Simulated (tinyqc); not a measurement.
Raman line shape of confined optical phonons and breathing modes of small crystals. From mean shift, from the weights back to confinement constant beta. Computed by tinyqc, a small Python program. Command: `OMP_NUM_THREADS=1 python tinyqc.py 3001433 3001434 out.jsonl confine inv`. One thread of a shared host (Intel(R) Xeon(R) Processor @ 2.30GHz), about 0.02 s of CPU time with the checks.

Confinement in 1 direction(s) lets phonons with q away from zero scatter light. q is in units of 2 pi/a, from 0 to 1, and the branch is isotropic: omega(q)^2 = (omega_0^2 + omega_X^2)/2 + ((omega_0^2 - omega_X^2)/2) cos(pi q). The model and its constant beta are phenomenological; beta = 8 is the common choice.

Inputs (values chosen for the exercise, modelled on germanium): bulk frequency omega_0 = 300.6 1/cm; frequency at the zone boundary omega_X = 232 1/cm; natural width Gamma_0 = 3.2 1/cm; lattice constant a = 5.658 angstrom; size L = 4.4 nm; probe offset omega - omega_0 = 1.4 1/cm.

Shape: film.

Method:
- Weight W(q) = q^0 exp(-(2 L q/a)^2/(2 beta)) dq, that is exp(-k^2 L^2/(2 beta pi^2)) for k = 2 pi q/a.
- I(omega) = int W(q) / [(omega - omega(q))^2 + (Gamma_0/2)^2] dq / int W dq x (Gamma_0/2)^2, by 400 Gauss-Legendre points on 0 < q < min(1, 2.5 a sqrt(2 beta)/L).
- Bulk Lorentzian 1/(1 + (2 offset/Gamma)^2); mean shift = weighted mean of omega(q) less the bulk frequency.

Question. A run gave the result below. Find the confinement constant beta, known to lie between 4 and 8.5.

mean shift, from the weights = -2.680352 1/cm

Answer.

Each step takes the trial c = (a f_b - b f_a)/(f_b - f_a), f being the result less the target and a, b, c the logarithms of the listed values; c replaces end b, the old b replaces a if the sign of f changed, and otherwise f_a is halved.

Scan of the range:
```
confinement constant beta  mean shift, from the weights (1/cm)
4.00                                                  -2.40891
4.54                                                  -2.72328
5.14                                                  -3.06956
5.83                                                  -3.46385
6.61                                                  -3.90450
7.50                                                  -4.40074
8.50                                                  -4.95000
```

False position (Illinois rule, in the logarithm of the input) inside the bracket:
```
step    end a    end b    trial  mean shift, from the weights (1/cm)
1     4.00000  4.54000  4.46217                             -2.67813
2     4.54000  4.46217  4.46597                             -2.68034
3     4.54000  4.46597  4.46603                             -2.68037
4     4.46597  4.46603  4.46600                             -2.68035
```

Mean shift, from the weights falls at every point of a 13-point scan of the range (every second point is shown), so one value fits; it is bracketed by 4.00 and 4.54. Answer: confinement constant beta = 4.466.
